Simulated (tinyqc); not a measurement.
Octagonal on-chip spiral inductor, lumped pi model: one step of the calculation.

Outer diameter do = di + 2 n wd + 2 (n - 1) sp, mean da = (do + di)/2, fill p = (do - di)/(do + di), length l = 3.314 n da. L = 2.25 mu0 n^2 da/(1 + 3.55 p), mu0 = 4 pi 1e-7 H/m. Rs = rho l/(wd delta (1 - exp(-th/delta))), delta = sqrt(rho/(pi f mu0)). Cs = n wd^2 eps0 eo/hu across the coil. At each end Cox = l wd eps0 eo/(2 ho) leads to the substrate branch Rsi = 2 rs he/(l wd) in parallel with Csi = l wd eps0 11.7/(2 he). With one end grounded Y = 1/(Rs + i w L) + i w Cs + 1/[1/(i w Cox) + 1/(1/Rsi + i w Csi)], w = 2 pi f; Q = -Im Y/Re Y. Eddy currents in neighbouring turns and in the substrate are left out.

Task. Admittance, quality factor and apparent inductance. Series branch 1/(Rs + i w L), substrate branch, total Y, Q = -Im Y/Re Y, apparent inductance Im(1/Y)/w, metal-only value w L/Rs, share of the loss in the substrate Re(substrate branch)/Re Y.

Inputs (values chosen for the exercise): frequency f = 1 GHz.

L = 3.4406030 nH
Rs = 1.9109949 ohm
Cs = 47.812614 fF
Cox = 115.37840 fF
Rsi = 189.42257 ohm
Csi = 54.689364 fF

Give: series branch; substrate branch; Y; Q; apparent inductance; w L/Rs; share of the loss in the substrate.

Result.

series branch = 4.057-45.899i mS
substrate branch = 0.09563+0.70559i mS
Y = 4.153-44.893i mS
Q = 10.810
apparent inductance = 3.5151 nH
w L/Rs = 11.312
share of the loss in the substrate = 2.3027 %

Q is 95.6 % of the metal-only value.

tinyqc, about 0.01 s, one thread, Intel Xeon 2.30GHz (shared host): `OMP_NUM_THREADS=1 python tinyqc.py 2302024 2302025 out.jsonl`
